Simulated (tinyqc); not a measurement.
Conductance of a narrow metal strip with scatterers (square lattice, Green functions): one step. Green function and transmission.

A strip of W sites across with hard walls, site energy 0 and hopping -t. Mode n = 1 to W has profile chi_n(j) = sqrt(2/(W + 1)) sin(n j pi/(W + 1)) and energy en = -2t cos(n pi/(W + 1)); E = en - 2t cos(kn a). With z_n = exp(i kn a) (Im k > 0 for closed modes, |z| < 1) each lead gives the self-energy -t z_n in mode n. One column carries the site energies v, here a notch at the edge (a site raised out of reach). In the mode basis V_nm = sum_j chi_n(j) v_j chi_m(j), G = (E - en + 2 t z_n - V)^-1, and t_nm = 2t sqrt(sin(kn a) sin(km a)) G_nm in size for open modes. T = sum |t_nm|^2, conductance (2e^2/h) T.

Constants: e^2/h = 3.874045865e-05 S.

Inputs chosen for the exercise (out of a larger set: hopping and spacing of the size met in Cu or Al; the lattice is a model; not measured data): t = 1.96 eV (hopping).

Modes:
```
n    en (eV)    cos(k a)                      z  dE/dk (eV angstrom)
1  -2.771859  -0.2759843  -0.2759843+0.9611621i            10.097585
2   0.000000   0.4311224   0.4311224+0.9022934i             9.479134
3   2.771859   1.1382292              0.5945696             0.000000
```

V (eV):
```
           n=1        n=2        n=3
n=1  12.500000  17.677670  12.500000
n=2  17.677670  25.000000  17.677670
n=3  12.500000  17.677670  12.500000
```

Question. E - en + 2 t z_n = 2t (z_n - cos(kn a)). Invert, form |t_nm|^2 = (2t)^2 Im(z_n) Im(z_m) |G_nm|^2 and sum. The added resistance is 1/(2 (e^2/h) T) less the same for the clean strip.

Give: G; |t_nm|^2; T; added resistance.

Answer.

G (1/eV):
```
                 n=1              n=2              n=3
n=1  -0.0390-0.2064i  -0.0588+0.0889i   0.1043+0.0690i
n=2  -0.0588+0.0889i  -0.0885-0.1488i   0.1571+0.1039i
n=3   0.1043+0.0690i   0.1571+0.1039i  -0.3473-0.1844i
```

|t_nm|^2:
```
        n=1     n=2  n=3
n=1  0.6264  0.1513    0
n=2  0.1513  0.3751    0
n=3       0       0    0
```

T = 1.3041
added resistance = 3444 ohm

Mode 2 passes least (0.526) and mode 1 most (0.778); 23.2 % of the transmitted flux changes mode.

Computed by tinyqc, a small Python program: `OMP_NUM_THREADS=1 python tinyqc.py 1450356 1450357 out.jsonl` (the numbers bound the seed that draws the inputs); one thread of a shared host (Intel(R) Xeon(R) Processor @ 2.30GHz), about 0.01 s for the whole set of steps.
